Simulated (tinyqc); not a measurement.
Non-radiative capture by multiphonon emission, one effective mode: one step, computed by the program tinyqc.

The initial state (free carrier plus empty centre) lies dE above the final state; both have the same frequency and are displaced by dQ.

Problem. Scaled coefficient, cross-section and lifetime. Sommerfeld factor of a repulsive centre: s(k) = 2 pi nu/(exp(2 pi nu) - 1), nu = sqrt(Ry*/E), Ry* = Ry m/eps^2, averaged over (2/sqrt(pi)) sqrt(x) exp(-x) dx with x = E/k_B T = t^2 (trapezoid, t to 6 in steps of 0.01). C = s C_0; v = sqrt(3 k_B T/m); sigma = C/v; tau = 1/(C N_t).

Inputs (values chosen for the exercise, with mass, screening and phonons like those of CdS):
```
quantity                 value   unit
carrier mass m           0.832    m_0
dielectric constant eps   8.75      -
temperature T               77      K
defect density N_t       1e+16  cm^-3
```

Centre: repulsive.

C_0 = 1.252116e-07 cm^3/s

Constants: Ry = 13.605693123 eV; k_B = 8.617333262e-05 eV/K; k_B = 1.380649e-23 J/K; m_0 = 9.1093837015e-31 kg.

Give: Sommerfeld factor s; capture coefficient C; thermal velocity v; cross-section sigma; capture time.

Solution.

Sommerfeld factor s = 2.352e-06

capture coefficient C = 2.945e-13 cm^3/s

thermal velocity v = 6.487e+06 cm/s

cross-section sigma = 4.540e-20 cm^2

capture time = 3.395e-04 s

Caution: the effective Bohr radius is under 10 angstrom, so the effective-mass Sommerfeld factor is rough.
